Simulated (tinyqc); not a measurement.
Worked calculation: Holstein polaron on two sites. Computed by tinyqc, a small Python program that keeps every step. Command: `OMP_NUM_THREADS=1 python tinyqc.py 3018563 3018564 out.jsonl holstein walk`. One thread of a shared host (Intel(R) Xeon(R) Processor @ 2.30GHz), about 0.01 s of CPU time with the checks. Intermediate numbers are printed to about 7 digits and carried at full precision; extremes and crossings named in words are read from the listed rows.

One electron on sites 1 and 2: H = -t (c1+ c2 + c2+ c1) + hbar omega sum_i b_i+ b_i - g hbar omega sum_i n_i (b_i + b_i+). The symmetric phonon shifts the energy by -g^2 hbar omega/2 and drops out; with b = (b_1 - b_2)/sqrt(2) there remains H = -t sigma_x + hbar omega b+ b - (g hbar omega/sqrt(2)) sigma_z (b + b+). Parity splits it into blocks p = +1 and -1 over phonon numbers n. Zero-point energies are left out. Weights Z refer to mode b alone; the displaced symmetric mode multiplies the full zero-phonon weight by exp(-g^2/2).

Inputs (values chosen for the exercise, for a model dimer):
```
quantity                  value  unit
hopping t                   8.1   meV
phonon energy hbar omega   69.5   meV
coupling g                0.269     -
phonon levels kept N          3     -
```

## Energy scales

Polaron binding energy E_p = g^2 hbar omega; ratio E_p/t (the adiabatic potential has two wells when it exceeds 1); adiabaticity hbar omega/t.

E_p = 5.029090 meV

E_p/t = 0.6208752

hbar omega/t = 8.580247

## The even block in a small basis

Block p: H_nn = n hbar omega - p t (-1)^n - g^2 hbar omega/2, H_(n,n+1) = -(g hbar omega/sqrt(2)) sqrt(n + 1). Take p = +1 and n = 0..N-1.

H, even block (meV):
```
          1         2         3
1  -10.6145  -13.2197    0.0000
2  -13.2197   75.0855  -18.6955
3    0.0000  -18.6955  128.3855
```

## Levels in the small basis

Diagonalise H; the eigenvector has its largest component positive; Z is the weight of n = 0.

levels (meV): -12.6640  71.1201  134.4003

lowest eigenvector: 0.9879914  0.1531692  0.0203019

Z in the small basis = 0.9761270

## Converged results

Use 60 levels in both blocks; Z = c_0^2 is the weight of n = 0 in the ground state c; the splitting is the lowest odd level less the lowest even one, which without coupling is the smaller of 2t and hbar omega; <sigma_x> = sum (-1)^n c_n^2 measures the kinetic energy.

ground-state energy = -12.66499 meV

weight Z of n = 0 in mode b = 0.9760866

mean phonon number in b = 0.02434893

splitting = 15.01589 meV

splitting/(2t) = 0.9269069

<sigma_x> = 0.9530265

The small basis misses the ground-state energy by 0.00098 meV. Mode b stays mostly in its zero-phonon state.

## Approximations to the ground state

Second order: E = -t - E_p/2 - (E_p/2) hbar omega/(hbar omega + 2t). Lang-Firsov: E = -E_p - t exp(-g^2). Variable displacement: E(x) = -E_p/2 - t exp(-g^2 x^2) - (E_p/2)(2x - x^2), minimised over 0 <= x <= 1. Adiabatic, classical lattice: E = -E_p/2 - t for E_p < t, else -E_p - t^2/(2 E_p); it leaves out the change of zero-point energy.

Ground-state energy (meV):
```
method                         E  E - exact
second order in g      -12.65376   0.011229
Lang-Firsov            -12.56367   0.101321
variable displacement  -12.66295   0.002039
adiabatic, classical   -10.61454   2.050445
```

best displacement x = 0.81828

Closest here is variable displacement (0.00 meV), furthest adiabatic, classical (+2.05 meV), at hbar omega/t = 8.58 and E_p/t = 0.62. Lang-Firsov and variable displacement are variational and lie above the exact value. The Lang-Firsov narrowing exp(-g^2) = 0.93 compares with the exact splitting ratio 0.927.

Checks made by the program: 60 against 80 levels (relative difference below 1e-10); Hellmann-Feynman: dE/dt = -<sigma_x> (relative difference below 1e-10).
